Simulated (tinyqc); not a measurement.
# MOS capacitor on a p-type substrate, surface potential from the exact charge relation, step by step

Program tinyqc, `OMP_NUM_THREADS=1 python tinyqc.py 2060058 2060059 out.jsonl`; Intel Xeon 2.30GHz, shared host, one thread, about 0.01 s. Printed values are rounded.

Uniform p-type substrate, Boltzmann statistics, full ionisation, classical densities. psi is the surface potential against the body (positive when the bands bend down) and u = psi/Vt. Traps are spread evenly over the gap and neutral at flat band, so their charge is -q Dit psi; the minority quasi-Fermi level is shifted by Vb.

Parameters, values chosen for the exercise; band and dielectric values close to those of In0.53Ga0.47As:
- T = 300 K (temperature)
- Eg = 0.752 eV (band gap)
- eps_r = 14 (relative permittivity)
- Nc = 2.07e17 cm^-3 (conduction-band density of states at T)
- Nv = 7.67e18 cm^-3 (valence-band density of states at T)
- chi = 4.43 eV (electron affinity)
- N = 1.1e18 cm^-3 (acceptor density of the substrate)
- eox = 3.9 (relative permittivity of the gate insulator (close to silicon dioxide))
- tox = 13 nm (insulator thickness)
- phiM = 4.98 eV (gate work function)
- Nf = 2.8e10 cm^-2 (fixed charge at the interface, in units of q)
- Dit = 0 cm^-2 eV^-1 (density of interface traps)
- Vb = 0 V (reverse bias of the inversion layer against the body)
- Vg = -0.45 V (gate voltage against the body)

Constants: q = 1.602176634e-19 C, kB = 1.380649e-23 J/K, Vt = kB T/q, eps0 = 8.8541878128e-14 F/cm where lengths are in cm. Results are converted to the units shown.

Range of the model: At this gate voltage the surface density exceeds 0.3 of the band density of states, so degeneracy and confinement would lower the charge and capacitance.

## Flat band, threshold and scales

ni = sqrt(Nc Nv) exp(-Eg/(2 Vt)), Eg in volts; phiF = Vt ln(N/ni); Cox = eps0 eox/tox; Vfb = phiM - chi - (Eg - Vt ln(Nv/N)) - q Nf/Cox; Q0 = sqrt(2 eps0 eps_r q N Vt); r = (ni/N)^2 exp(-Vb/Vt); VT = Vfb + [(2 phiF + Vb)(1 + q Dit/Cox) + sqrt(2 eps0 eps_r q N (2 phiF + Vb))/Cox].

ni = 6.079402e11 cm^-3
phiF = 0.3724885 V
Cox = 0.2656256 uF/cm^2
Vfb = -0.1686840 V
Q0 = 106.2801 nC/cm^2
r = 3.054473e-13
VT = 2.724155 V

## Starting value

psi = Vg - Vfb, limited to the range from -4 Vt to +(2 phiF + Vb + 4 Vt).

psi at the start = -0.1034080 V

## Iteration 1: Newton step for the surface potential

u = psi/Vt; F^2 = exp(-u) + u - 1 + r (exp(u) - u - 1); Qs = -sign(u) Q0 F; Cs = -dQs/dpsi = (Q0/Vt) |1 - exp(-u) + r (exp(u) - 1)|/(2 F). f = Vfb + psi + (q Dit psi - Qs)/Cox - Vg, f' = 1 + (Cs + q Dit)/Cox, psi(new) = psi - f/f'.

u = -4
F = 7.042595
Qs = 748.4878 nC/cm^2
Cs = 15.64390 uF/cm^2
f = -2.639922 V
f' = 59.89453
psi after iteration 1 = -0.05933182 V

## Iteration 2: Newton step for the surface potential

As before.

u = -2.295057
F = 2.574868
Qs = 273.6573 nC/cm^2
Cs = 7.124941 uF/cm^2
f = -0.8082526 V
f' = 27.82324
psi after iteration 2 = -0.03028227 V

## Course of the Newton iteration

Stop when the step is below 1e-10 V, or after 60 iterations.

Course of the iteration:
```
iteration  psi before the step (V)      f (V)  step (V)
1                       -0.1034080      -2.64    0.0441
2                      -0.05933182     -0.808    0.0290
3                      -0.03028227     -0.160   9.00e-3
4                      -0.02128344   -9.76e-3   6.23e-4
5                      -0.02066026   -4.14e-5   2.66e-6
6                      -0.02065759  -7.50e-10  4.83e-11
```

Converged in 6 iterations.

## Charges, field and capacitances at the solution

converged psi = -0.02065759 V

u = psi/Vt; F^2 = exp(-u) + u - 1 + r (exp(u) - u - 1); Qs = -sign(u) Q0 F; Cs = -dQs/dpsi = (Q0/Vt) |1 - exp(-u) + r (exp(u) - 1)|/(2 F). Low frequency: 1/C_LF = 1/Cox + 1/(Cs + q Dit). High frequency, in the simple estimate in which traps and minority carriers do not follow: 1/C_HF = 1/Cox + 1/Cd, Cd being Cs with r = 0 at the same psi. Minority sheet density N_inv = (Q0/(2 q)) int_0^u r (exp(t) - 1)/F(t) dt for u > 0. Oxide field |Qs - q Dit psi + q Nf|/(eps0 eox).

Qs = 69.23754 nC/cm^2
N_inv = 0 cm^-2
oxide field = 0.2134978 MV/cm
Cs = 3.860410 uF/cm^2
C_LF/Cox = 0.9356221
C_HF/Cox = 0.9356221

The surface is in accumulation (borders at |psi| = 0, phiF + Vb and 2 phiF + Vb = 0.745 V).
